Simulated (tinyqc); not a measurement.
From results to parameters: Morse oscillator. Computed by the program tinyqc.

Problem. A Morse oscillator has levels we (n + 1/2) - wexe (n + 1/2)^2 with wexe = we^2/(4 De) and we = a sqrt(2 De/m) in atomic units (1 hartree = 219474.63 cm^-1 = 27.211386 eV, 1 u = 1822.888 electron masses). Find we, wexe, De and a.

spacings 0-1 and 1-2 (cm^-1): 1395.429183  1365.968089
reduced mass = 8.009980 u

Solution. The spacings are we - 2 wexe and we - 4 wexe, so their difference is 2 wexe; De = we^2/(4 wexe) and a = sqrt(2 m wexe).

we, wexe (cm^-1): 1424.8903  14.7305
De = 4.272 eV
a = 1.4000 1/bohr
